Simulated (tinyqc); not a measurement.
Grain growth, pinning, strength and diffusional creep of a polycrystal or thin film: one step, computed by the program tinyqc.

One mean grain size d describes the structure.

Question. Diffusional creep at T_c. Nabarro-Herring rate = 14 sigma Omega D_l/(k_B T d^2), D_l = D0 exp(-Q_l/(k_B T)); Coble rate = 14 pi sigma Omega delta D_b/(k_B T d^3), delta D_b = delta D0b exp(-Q_b/(k_B T)); they are equal at d_x = pi delta D_b/D_l.

Inputs (values chosen for the exercise, modelled on nickel):
```
quantity                         value        unit
atomic volume Omega              10.94  angstrom^3
anneal temperature T               718           K
lattice diffusion energy Q_l      2.76          eV
boundary diffusion energy Q_b      1.2          eV
lattice prefactor D0           1.3e-05       m^2/s
boundary prefactor delta D0b   1.1e-15       m^3/s
applied stress sigma                24         MPa
service temperature T_c            732           K
```

grain size d = 63.25935 nm

Constants: k_B = 1.380649e-23 J/K; k_B = 8.617333262e-05 eV/K.

Give: Nabarro-Herring rate; Coble rate; crossover size d_x; time to 1 % strain.

Answer.

Nabarro-Herring rate = 1.175e-10 1/s

Coble rate = 0.02716 1/s

crossover size d_x = 1.463e+07 micrometre

time to 1 % strain = 0.3681 s

Boundary diffusion carries the creep, by a factor 2.3e8. Caution: T_c is above the anneal temperature, so the grains would go on growing in service.
